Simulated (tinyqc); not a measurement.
Gate work function from the charge.

Problem. For an undoped double gate, Q = 8 eps0 eps_r Vt beta tan(beta)/ts with 0 < beta < pi/2, and at the source (Vg - dphi)/(2 Vt) - ln[(2/ts) sqrt(2 eps0 eps_r Vt/(q ni))] = ln(beta) - ln(cos beta) + 2 r beta tan(beta), r = eps_r tox/(eox ts). Find beta and dphi.

Inputs (values chosen for the exercise); material values those of a made-up semiconductor: temperature T = 300 K; relative permittivity of the semiconductor eps_r = 13.3; relative permittivity of the gate insulator eox = 24.2; insulator thickness tox = 8.6 nm; body thickness ts = 12 nm; gate voltage Vg = 1.58 V.

Constants: q = 1.602176634e-19 C, kB = 1.380649e-23 J/K, Vt = kB T/q, eps0 = 8.8541878128e-14 F/cm where lengths are in cm. Results are converted to the units shown.

Qs = 3861.8255 nC/cm^2
ni = 1.7591895e9 cm^-3

Solution. beta tan(beta) rises from 0 without bound on the interval, so the charge fixes beta; the second relation is then explicit in dphi. At this charge the surface density passes 0.3 Nc, so the classical Boltzmann model is only formal.

beta = 1.493
dphi = 0.1300 V

Program tinyqc, `OMP_NUM_THREADS=1 python tinyqc.py 2440114 2440115 out.jsonl`; Intel Xeon 2.30GHz, shared host, one thread, about 0.02 s.
